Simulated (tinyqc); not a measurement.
A tight-binding chain with uneven site energies, recursive Green functions: two steps of the calculation.

The device has N = 6 slices of 1 site(s), nearest-neighbour hopping -t, and site energies U; the leads are semi-infinite continuations with site energy 0. V = <i+1|H|i> = -t 1.

Inputs (values chosen for the exercise): hopping (matrix element -t) t = 1 eV.

Problem 1. Backward pass. Backward pass: G_NN = g_N, G_ii = g_i + g_i V^dagger G_(i+1,i+1) V g_i; local density of states -Im G_ii/pi on each site.

g_i, site 1 to 6 (1/eV): 0.3985182-0.9817177i  -0.4985048-0.4049513i  -0.7834391-0.2803854i  -0.0834093-3.5645683i  -0.1108473-0.2262252i  0.2535806-0.8311102i

Wanted: G_ii; local density of states.

Solution 1.

```
site	G_ii (1/eV)	local density of states (1/eV)
1	0.360-0.531i	0.1690
2	-0.255-0.311i	0.0992
3	0.342-0.530i	0.1688
4	1.028-1.311i	0.4172
5	-0.079-0.181i	0.0577
6	0.254-0.831i	0.2646
```

A site of an infinite clean chain has 1/(pi sqrt(4 t^2 - x^2)) = 0.182 1/eV at this energy (x counted from the band centre); the device goes from 0.0577 (site 5) to 0.417 (site 4).

Problem 2. States fed from the left, and the bond current. The full first column follows backwards from c_N = G_(N,1): c_i = G_(i,1)(forward) + g_i V^dagger c_(i+1). The density of states fed by the left lead is Gamma |c_i|^2/(2 pi), and the current on bond i is 2 t Gamma Im(c_(i+1) conj(c_i)) in units of T(E).

```
site	g_i (1/eV)	G_(i,1) of the forward pass (1/eV)
1	0.3985182-0.9817177i	0.3985182-0.9817177i
2	-0.4985048-0.4049513i	0.5962111-0.3280106i
3	-0.7834391-0.2803854i	0.5590645-0.0898074i
4	-0.0834093-3.5645683i	0.3667559+1.9853326i
5	-0.1108473-0.2262252i	-0.4084783+0.3030382i
6	0.2535806-0.8311102i	-0.1482760-0.4163351i
```

Gamma = 1.7490283 eV

Wanted: c_i; density fed from the left; bond current.

Solution 2.

```
site	c_i (1/eV)	density fed from the left (1/eV)
1	0.36044-0.53106i	0.11467
2	0.40762-0.12668i	0.05072
3	-0.03027+0.42845i	0.05135
4	-0.45696+0.82506i	0.24761
5	-0.33073+0.22334i	0.04433
6	-0.14828-0.41634i	0.05437
```

bond current, bond 1 to 5: 0.59751  0.59751  0.59751  0.59751  0.59751

The bond current is the same on every bond and equals T(E): the current is conserved.

Program tinyqc, `OMP_NUM_THREADS=1 python tinyqc.py 2660016 2660017 out.jsonl`; Intel Xeon 2.30GHz, shared host, one thread, about 0.01 s.
